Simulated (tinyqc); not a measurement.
Deep-level transient spectroscopy: amplitude against reverse bias.

Schottky contact on an n-type layer with shallow donors Nd (all ionised) and a donor-like deep trap, neutral when filled and positive when empty; depletion approximation. Traps within lam of the depletion edge stay filled. A long pulse to Vp fills the traps beyond x1 = Wp - lam; back at Vr those between x1 and x2 = Wr - lam emit. A rate window reads S = C(t2) - C(t1).

lam = sqrt(2 eps0 eps_r (EF - ET)/(q Nd)), EF - ET = Et - (kB T/q) ln(Nc(T)/Nd), Nc(T) = Nc (T/300 K)^1.5. In the steady state at the band bending V, 2 eps0 eps_r V/q = Nd W^2 + Nt (W - lam)^2 (the second term only if W > lam). W(t)^2 = Wr^2 + (Nt/Nd)(x2^2 - x1^2) exp(-en t), C = eps0 eps_r/W; for small Nt, dC/C = -(Nt/2 Nd) G exp(-en t) with G = (x2^2 - x1^2)/Wr^2. Listed at t = 0.

Inputs (values chosen for the exercise); material values close to those of germanium:

| symbol | value | unit | meaning |
|---|---|---|---|
| eps_r | 16.2 |  | relative permittivity |
| Nc | 1.03e19 | cm^-3 | conduction-band density of states at 300 K |
| Nd | 1.1e15 | cm^-3 | shallow donor density |
| Vbi | 0.48 | V | built-in voltage |
| Et | 0.26 | eV | depth of the trap below the conduction edge |
| Nt | 2.5e13 | cm^-3 | trap density |
| Vp | 0 | V | reverse bias during the filling pulse |
| T | 145 | K | temperature of the transient |

Constants: q = 1.602176634e-19 C, kB = 1.380649e-23 J/K, eps0 = 8.8541878128e-14 F/cm where lengths are in cm. Results are converted to the units shown.

Amplitude against reverse bias:
```
Vr (V)	Wr (nm)	G	dC(0)/C (%)	2 Nd |dC|/C (cm^-3)
0.5	1258	0.2663	-0.3013	6.628e12
1.6	1829	0.4791	-0.5401	1.188e13
2.6	2224	0.5663	-0.6374	1.402e13
3.7	2590	0.6246	-0.7023	1.545e13
4.8	2909	0.6641	-0.7462	1.642e13
5.9	3197	0.6932	-0.7785	1.713e13
6.9	3438	0.7139	-0.8015	1.763e13
8	3684	0.7324	-0.8220	1.808e13
```

G rises from 0.266 to 0.732, since lam = 509 nm and x1 weigh less in a wider layer. The simple estimate 2 Nd |dC|/C reaches 26.5 % of the true Nt in the first row and 72.3 % in the last.

Program tinyqc, `OMP_NUM_THREADS=1 python tinyqc.py 2050149 2050150 out.jsonl`; Intel Xeon 2.30GHz, shared host, one thread, about 0.01 s.
